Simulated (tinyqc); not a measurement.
Inside a calculation. Method: Hubbard chain of 3 sites. Computed by tinyqc, a small Python program that keeps every step. Settings: hopping = 1.83, U = 8.2, mixing = 1, iteration cap = 82. Command: `OMP_NUM_THREADS=1 python tinyqc.py 29186 29187 out.jsonl` (the two numbers bound the seeds that draw the settings). One thread of a shared host (Intel(R) Xeon(R) Processor @ 2.60GHz), about 0.1 s of CPU time with the checks. Later iterations appear only in the table of the cycle.

## Mean-field iteration 1

one-body matrix (hopping and site energies) (eV), order 1, 2, 3:
```
[[0.000000, -1.830000, 0.000000],
 [-1.830000, 0.000000, -1.830000],
 [0.000000, -1.830000, 0.000000]]
```

U = 8.200000 eV

electrons, up and down: [1, 1]

mixing = 1

n(up) at the start (a guess, not normalised): [0.783000, 0.000000, 0.783000]

n(down) at the start (a guess): [0.000000, 0.783000, 0.000000]

H(up) = T + U n(down), H(down) = T + U n(up); fill the lowest levels; n(new) = n + mixing (n(out) - n); E = tr T (rho up + rho down) + U sum n_up n_down of the output.

levels, up (eV): [-0.913270, 0.000000, 7.333870]

levels, down (eV): [-0.913270, 6.420600, 7.333870]

energy = -2.037303 eV

n(up) after iteration 1: [0.444631, 0.110738, 0.444631]

n(down) after iteration 1: [0.055369, 0.889262, 0.055369]

## Mean-field iteration 2

As before.

levels, up (eV): [-0.415031, 0.454025, 8.161007]

levels, down (eV): [-0.650761, 3.645975, 5.204786]

energy = -2.259054 eV

n(up) after iteration 2: [0.449332, 0.101335, 0.449332]

n(down) after iteration 2: [0.133105, 0.733789, 0.133105]

## Mean-field iteration 3

As before.

levels, up (eV): [-0.018294, 1.091465, 7.126829]

levels, down (eV): [-0.697516, 3.684525, 5.212991]

energy = -2.301360 eV

n(up) after iteration 3: [0.422342, 0.155317, 0.422342]

n(down) after iteration 3: [0.129301, 0.741398, 0.129301]

## Convergence

Each step fills the lowest levels of T + U n(other spin) and sets n(new) = n + mixing (n(out) - n); stop when output and input agree to 1e-8.

Course of the cycle:
```
iteration       E (eV)  largest |n(out) - n(in)|  mean |n_up - n_down|
1          -2.03730346                  3.38e-01              0.519016
2          -2.25905371                  1.55e-01              0.421636
3          -2.30136045                  5.40e-02              0.390721
4          -2.31465654                  4.66e-02              0.361917
5          -2.32007194                  2.23e-02              0.349153
6          -2.32254628                  2.11e-02              0.336174
7          -2.32378303                  1.12e-02              0.329736
8          -2.32443167                  1.10e-02              0.322967
9          -2.32478652                  6.17e-03              0.319425
10         -2.32498540                  6.16e-03              0.315642
11         -2.32509939                  3.55e-03              0.313606
...                ...                       ...                   ...
72         -2.91674510                  6.08e-04              0.447755
73         -2.91674588                  4.61e-04              0.447452
74         -2.91674633                  3.51e-04              0.447511
75         -2.91674659                  2.67e-04              0.447336
76         -2.91674674                  2.03e-04              0.447370
77         -2.91674683                  1.54e-04              0.447269
78         -2.91674688                  1.17e-04              0.447289
79         -2.91674691                  8.91e-05              0.447230
80         -2.91674692                  6.78e-05              0.447242
81         -2.91674693                  5.15e-05              0.447208
82         -2.91674694                  3.92e-05              0.447215
```

Not converged within 82 iterations: the residual falls steadily but slowly, by a factor of about 0.76 a step. The lowest mean-field energy found from random starts is -2.91675 eV. Reruns (cap 100 unless said): mixing 0.2: not converged; mixing 0.5: not converged; mixing 0.9: not converged; the original settings with a cap of 400: converged in 113 (E = -2.91675).

## The many-body Hamiltonian

Basis: all placements (u, d, 2, 0 on each site), up operators ordered before down ones; hops carry the sign of the same-spin electrons passed.

H (eV), order 200, ud0, u0d, du0, 020, 0ud, d0u, 0du, 002:
```
[[8.200000, -1.830000, 0.000000, -1.830000, 0.000000, 0.000000, 0.000000, 0.000000, 0.000000],
 [-1.830000, 0.000000, -1.830000, 0.000000, -1.830000, 0.000000, 0.000000, 0.000000, 0.000000],
 [0.000000, -1.830000, 0.000000, 0.000000, 0.000000, -1.830000, 0.000000, 0.000000, 0.000000],
 [-1.830000, 0.000000, 0.000000, 0.000000, -1.830000, 0.000000, -1.830000, 0.000000, 0.000000],
 [0.000000, -1.830000, 0.000000, -1.830000, 8.200000, -1.830000, 0.000000, -1.830000, 0.000000],
 [0.000000, 0.000000, -1.830000, 0.000000, -1.830000, 0.000000, 0.000000, 0.000000, -1.830000],
 [0.000000, 0.000000, 0.000000, -1.830000, 0.000000, 0.000000, 0.000000, -1.830000, 0.000000],
 [0.000000, 0.000000, 0.000000, 0.000000, -1.830000, 0.000000, -1.830000, 0.000000, -1.830000],
 [0.000000, 0.000000, 0.000000, 0.000000, 0.000000, -1.830000, 0.000000, -1.830000, 8.200000]]
```

## Exact diagonalisation (9 states)

Lowest levels of the sector, and the double occupancy of the lowest state.

lowest levels (eV): [-3.577971, -2.588011, -0.748484, 0.000000, 1.492382, 2.588011]

double occupancy per site = 0.028946

## The lowest level by Lanczos steps

From a random start vector (not printed): a_j = <q_j|H|q_j>, b_j = norm of the remainder after orthogonalising; the Ritz value is the lowest eigenvalue of the tridiagonal matrix of a and b so far.

Lanczos:
```
j   a_j (eV)  b_j (eV)  lowest Ritz value (eV)
1   5.788403  5.204675              5.78840265
2   0.391416  2.426689             -2.77272685
3   5.801489  4.516321             -3.25444350
4   3.084906  1.659722             -3.48324415
5  -0.595820  2.457007             -3.53724817
6   4.557438  4.337924             -3.56013498
7   3.839691  0.616403             -3.57769346
8   2.319640  0.685382             -3.57796304
9  -0.587163         0             -3.57797053
```
